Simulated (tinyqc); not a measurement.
Inside a calculation. Method: Born-Oppenheimer dynamics on the RHF/sto-3g surface (energies and gradients from PySCF), for H4, spin multiplicity 1. Computed by tinyqc, a small Python program that keeps every step (integrals from PySCF). Settings: charge = 0, multiplicity = 1, basis = sto-3g, time step (fs) = 0.2, steps = 24. Command: `OMP_NUM_THREADS=1 python tinyqc.py 21266 21267 out.jsonl` (the two numbers bound the seeds that draw the settings). One thread of a shared host (Intel(R) Xeon(R) Processor @ 2.60GHz), about 1 s of CPU time with the checks.

positions (bohr):
```
            x          y          z
1H  -0.011338   0.028346  -0.047243
2H  -0.032125  -0.069920   1.557134
3H  -0.003779   2.297907  -0.054802
4H   0.102045   2.373496   1.632723
```

The total energy should stay constant up to terms of order dt^2; the step counts as short enough if it moves by less than 2 % of the largest kinetic energy.

Trajectory:

| time (fs) | 1H-2H (angstrom) | potential (hartree) | kinetic (hartree) | total (hartree) |
|---|---|---|---|---|
| 0.000000 | 0.850662 | -2.02586307 | 0.00071451 | -2.02514856 |
| 0.200000 | 0.849059 | -2.02781019 | 0.00265288 | -2.02515731 |
| 0.400000 | 0.842304 | -2.03512683 | 0.00993786 | -2.02518897 |
| 0.600000 | 0.830538 | -2.04730739 | 0.02206497 | -2.02524242 |
| 0.800000 | 0.814016 | -2.06349905 | 0.03818245 | -2.02531660 |
| 1.000000 | 0.793126 | -2.08252350 | 0.05711280 | -2.02541070 |
| 1.200000 | 0.768411 | -2.10289998 | 0.07737630 | -2.02552369 |
| 1.400000 | 0.740607 | -2.12287853 | 0.09722598 | -2.02565255 |
| 1.600000 | 0.710676 | -2.14051171 | 0.11472317 | -2.02578855 |
| 1.800000 | 0.679847 | -2.15382193 | 0.12791062 | -2.02591132 |
| 2.000000 | 0.649636 | -2.16114482 | 0.13516102 | -2.02598380 |
| 2.200000 | 0.621827 | -2.16170773 | 0.13575230 | -2.02595542 |
| 2.400000 | 0.598374 | -2.15636486 | 0.13057944 | -2.02578542 |
| 2.600000 | 0.581212 | -2.14811523 | 0.12262561 | -2.02548962 |
| 2.800000 | 0.571956 | -2.14172756 | 0.11654769 | -2.02517987 |
| 3.000000 | 0.571581 | -2.14198427 | 0.11695681 | -2.02502746 |
| 3.200000 | 0.580194 | -2.15117092 | 0.12604007 | -2.02513085 |
| 3.400000 | 0.597014 | -2.16767750 | 0.14226004 | -2.02541745 |
| 3.600000 | 0.620577 | -2.18702711 | 0.16131401 | -2.02571310 |
| 3.800000 | 0.649048 | -2.20439699 | 0.17850737 | -2.02588962 |
| 4.000000 | 0.680531 | -2.21659377 | 0.19066997 | -2.02592380 |
| 4.200000 | 0.713274 | -2.22255125 | 0.19669241 | -2.02585884 |
| 4.400000 | 0.745779 | -2.22279805 | 0.19704843 | -2.02574962 |
| 4.600000 | 0.776823 | -2.21867117 | 0.19303615 | -2.02563502 |
| 4.800000 | 0.805449 | -2.21171501 | 0.18618054 | -2.02553448 |

Is the time step short enough?

Yes. The total energy moves within 9.6e-04 hartree, under 2 % of the largest kinetic energy.
